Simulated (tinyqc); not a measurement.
Peak against initial coverage: adsorption as a lattice gas: isotherms with interactions, competition, desorption peaks and saturation dose. Computed by tinyqc, a small Python program. Command: `OMP_NUM_THREADS=1 python tinyqc.py 3028682 3028683 out.jsonl adsorb walk`. One thread of a shared host (Intel(R) Xeon(R) Processor @ 2.30GHz), about 0.2 s of CPU time with the checks.

One adsorbate per site; a molecule needs 2 empty sites. Gas and surface have the same temperature.

Inputs (values chosen for the exercise, for a model surface):
```
quantity                           value  unit
desorption energy E                 2.14    eV
prefactor nu                     1.1e+12   1/s
pair energy w (positive repels)    0.043    eV
neighbours z                           3     -
heating rate beta                   0.59   K/s
```

Adsorption: dissociative (second order).

Constants: k_B = 8.617333262e-05 eV/K.

Method. Heating at the rate beta: d theta/dT = -(nu/beta) theta^2 exp(-[E - 2 z w theta]/(k_B T)). Integrated numerically (relative tolerance 1e-9); T_p is the maximum of the rate.

Peak temperatures (K):
```
theta_0   w = 0  with w
0.1      845.51  837.11
0.3      816.91  792.38
0.5      804.25  763.63
0.7      796.11  739.34
0.9      790.14  717.08
```

What follows from these numbers?

Without interaction the peak moves down by 55.4 K, the mark of second order; with w it moves by -120.0 K.

Extremes, crossings and ranges named in words are read from the listed rows.
